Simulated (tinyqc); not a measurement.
Input admittance of a MOSFET at zero drain bias: distributed channel and distributed gate: one step of the calculation.

Source and drain grounded, strong inversion, w = 2 pi f, Cox = eps0 eox/tox. The channel is an RC line of resistance 1/(mu Cox Vo) per square fed from both ends, so one finger has the intrinsic admittance y = i w Cox L tanh(g)/g per width, g = (1/2) sqrt(i w tau), tau = L^2/(mu Vo). The vertical resistance rv/L is in series with y, the overlaps 2 i w Cov in parallel: y_t = 1/(1/y + rv/L) + 2 i w Cov. The gate strip is a line of Rsh/L per length loaded by y_t, so a finger has Y = y_t Wf tanh(k)/k, k = (Wf/sd) sqrt(y_t Rsh/L); the device has Nf Y.

Task. Input impedance of the device. k and Y as defined; Z = 1/(Nf Y) = R + 1/(i w C); Q = |Im Z|/R; signal at the point farthest from a contact |1/cosh k|.

Inputs (values chosen for the exercise); values of the order met in silicon radio-frequency transistors:

| symbol | value | unit | meaning |
|---|---|---|---|
| L | 0.11 | um | channel length |
| Wf | 9.7 | um | finger width |
| Nf | 32 |  | number of fingers |
| Rsh | 27 | ohm/square | sheet resistance of the gate |
| sd | 1 |  | number of ends at which a finger is contacted |
| f | 1.6 | GHz | frequency |

y_t = 0.123904+39.077096i uS/um

Give: k; Nf Y; R; C; Q; signal at the far point.

Result.

k = 0.6728+0.6707i
Nf Y = 3.25+10.95i mS
R = 24.93 ohm
C = 1185 fF
Q = 3.366
signal at the far point = 0.9370

Numbers from tinyqc (`OMP_NUM_THREADS=1 python tinyqc.py 2262135 2262136 out.jsonl`; about 0.01 s on one thread of a shared Intel Xeon 2.30GHz).
